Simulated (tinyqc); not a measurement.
Extended Hueckel theory, for H4-, step by step. The parameters take no account of the charge, which enters only through the electron count, and nothing here shows that the anion is bound. One step of it, computed by the program tinyqc.

Problem. Mulliken analysis. P = C n C^T; charge = valence electrons (H 1) minus the sum of (P S)_ii on the atom; overlap population = 2 sum P_ij S_ij between two atoms.

coefficients, order 1H 1s, 2H 1s, 3H 1s, 4H 1s:
$$\begin{pmatrix}
0.275993 & -0.593536 & 0.771007 & -0.635807 \\
0.411789 & -0.290744 & -0.515810 & 1.296959 \\
0.411640 & 0.291005 & -0.517240 & -1.295703 \\
0.275602 & 0.594144 & 0.771144 & 0.634131
\end{pmatrix}$$

occupations: [2.000000, 2.000000, 1.000000, 0.000000]

overlap S, order 1H 1s, 2H 1s, 3H 1s, 4H 1s:
$$\begin{pmatrix}
1.000000 & 0.515301 & 0.158181 & 0.031333 \\
0.515301 & 1.000000 & 0.585204 & 0.157925 \\
0.158181 & 0.585204 & 1.000000 & 0.514673 \\
0.031333 & 0.157925 & 0.514673 & 1.000000
\end{pmatrix}$$

Give: charges; Overlap populations.

Solution.

charges: 1H -0.461, 2H -0.038, 3H -0.039, 4H -0.462

Overlap populations:
```
pair      value
2-1    0.180090
3-1   -0.163566
3-2    0.510998
4-1    0.002594
4-2   -0.163064
4-3    0.178930
```
